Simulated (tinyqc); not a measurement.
CMOS latch-up, two-transistor model: two steps of the calculation.

A parasitic pnp (emitter at Vdd, base shunted by Rw) and npn (emitter at ground, base shunted by Rs) feed each other: the npn collector current flows out of the pnp base node, the pnp collector current into the npn base node. Forward-active transistors with constant gains: Icn = Isn exp(Vn/Vt), Icp = Isp (exp(Vp/Vt) - 1). A current Ii is injected into the npn base node.

Inputs (values chosen for the exercise); values close to those of bulk CMOS:
```
symbol    value  unit                                            meaning
T           273     K                                        temperature
bn         10.5                                  current gain of the npn
bp          4.9                                  current gain of the pnp
Isn     4.9e-17     A                 saturation current of the npn at T
Isp     2.6e-17     A                 saturation current of the pnp at T
Rs          260   ohm              substrate resistance shunting the npn
Rw         4000   ohm                   well resistance shunting the pnp
R2          130   ohm  resistance from the pnp collector to the npn base
Von        0.75     V               base-emitter voltage in the on state
Vsat       0.16     V                                 saturation voltage
Vdd         2.5     V                                     supply voltage
Ii          2.2    mA                current injected into the substrate
```

Constants: q = 1.602176634e-19 C, kB = 1.380649e-23 J/K, Vt = kB T/q. Results are converted to the units shown.

Problem 1. Holding current and voltage. On state with both base-emitter voltages at Von: npn base current Ib = (Von/Rs + bp Von/Rw)/(bn bp - 1), holding current Ih = (bn + 1) Ib + Von/Rs, holding voltage Vh = Vsat + Von + R2 (Ib + Von/Rs).

Give: bn bp; Ib; Ih; Vh.

Solution 1.

bn bp = 51.450
Ib = 0.075389 mA
Ih = 3.7516 mA
Vh = 1.2948 V

Vh is below Vdd = 2.5 V, so the supply can sustain a latched state.

Problem 2. Response to the injected current, once round the loop per iteration. Icn = Isn exp(Vn/Vt); Vp solves Vp/Rw + Icp/bp = Icn; Vn(new) solves Vn/Rs + (Isn/bn) exp(Vn/Vt) = Icp + Ii.

Vn at the start = 0.53 V

Find: Icn; Vp; Icp; Vn after iteration 1.

Solution 2.

Icn = 2.9811e-4 mA
Vp = 0.0011925 V
Icp = 1.3519e-15 mA
Vn after iteration 1 = 0.57196 V

Numbers from tinyqc (`OMP_NUM_THREADS=1 python tinyqc.py 2670108 2670109 out.jsonl`; about 0.06 s on one thread of a shared Intel Xeon 2.30GHz).
